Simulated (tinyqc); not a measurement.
From results back to parameters: two-band massive Dirac model of the K valleys. Three cases, with inputs chosen for the exercise.

Problem. In the valley model H = [[D/2, a t (kx - i ky)], [a t (kx + i ky), -D/2 + lam sz]], sz = +/-1, a t is hbar v. The gaps of the two spins, A and B, are G = D - lam and D + lam, the band-edge mass of A is c (D - lam)/(a t)^2, c = hbar^2/2m0, and its Berry curvature at the edge is 2 (a t)^2/G^2 in size. The values below come from hidden D, lam and t.

Constants: hbar^2/2m0 = 3.80998211 eV angstrom^2.

Case 1.

Values chosen (out of a larger set: near those used for monolayer MoS2; not measured data): a = 3.184 angstrom (lattice constant).

gaps (eV): A 1.4810, B 1.6390

mass of A = 0.477182 m0

Case 2.

Values chosen (out of a larger set: near those used for monolayer MoSe2; not measured data): a = 3.314 angstrom (lattice constant).

gaps (eV): A 1.3360, B 1.5240

mass of A = 0.454341 m0

Case 3.

Values chosen (out of a larger set: near those used for monolayer WSe2; not measured data): a = 3.312 angstrom (lattice constant).

gaps (eV): A 1.4460, B 1.8740

mass of A = 0.348777 m0

Find: D, lam, t; |Omega| at the A edge.

Solution. The mean of the gaps is D and half their difference lam; a t = sqrt(c G_A/m). The curvature 2 (a t)^2/G^2 equals 2c/(m G).

Case 1.

D, lam, t (eV): 1.560  0.079  1.080

|Omega| at the A edge = 10.782 angstrom^2

Case 2.

D, lam, t (eV): 1.430  0.094  1.010

|Omega| at the A edge = 12.554 angstrom^2

Case 3.

D, lam, t (eV): 1.660  0.214  1.200

|Omega| at the A edge = 15.109 angstrom^2

Computed by tinyqc, one run a case: `OMP_NUM_THREADS=1 python tinyqc.py N N+1 out.jsonl` with N = 1480749, 1480825, 1480932; one thread of a shared Intel(R) Xeon(R) Processor @ 2.30GHz, about 0.01 s a run at most.
